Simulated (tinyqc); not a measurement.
Growth with time: grain growth, pinning, strength and diffusional creep of a polycrystal or thin film. Computed by tinyqc, a small Python program. Command: `OMP_NUM_THREADS=1 python tinyqc.py 3010610 3010611 out.jsonl grain walk`. One thread of a shared host (Intel(R) Xeon(R) Processor @ 2.30GHz), about 0.01 s of CPU time with the checks.

One mean grain size d describes the structure.

Inputs (values chosen for the exercise, modelled on polycrystalline silicon):
```
quantity                                    value       unit
boundary energy gamma                        0.62      J/m^2
mobility prefactor M0                     1.5e-05  m^4/(J s)
activation energy of boundary motion Q_m      3.1         eV
anneal temperature T                         1209          K
initial grain size d0                          27         nm
particle volume fraction f                 0.0012          -
particle radius r                              24         nm
```

Sample: bulk.

Constants: k_B = 8.617333262e-05 eV/K.

Method. M = M0 exp(-Q_m/(k_B T)). The driving pressure is 2 gamma/d. Zener pinning pressure 3 f gamma/(2 r) stops growth at d_Z = 4 r/(3 f). The limit is d_lim = d_Z. dd/dt = 2 M gamma (1/d - 1/d_lim) integrates to 2 M gamma t = d_lim (d0 - d) + d_lim^2 ln[(d_lim - d0)/(d_lim - d)]; without pinning d^2 = d0^2 + 4 M gamma t.

limit d_lim = 26666.7 nm

mobility M = 1.79301e-18 m^4/(J s)

At T:
```
t (s)     free growth (nm)  pinned growth (nm)  d/d_lim
4.80e+05              1461                1435  0.05380
1.60e+06              2667                2579  0.09672
4.80e+06              4620                4357  0.16339
1.60e+07              8435                7570  0.28387
4.80e+07             14610               12073  0.45272
1.60e+08             26673               18624  0.69840
4.80e+08             46200               24274  0.91028
1.60e+09             84349               26601  0.99752
```

The apparent exponent d ln d/d ln t of the pinned growth is at most about 0.49, below the ideal 1/2, and falls to 0.076 in the last rows: pinning hides it late.
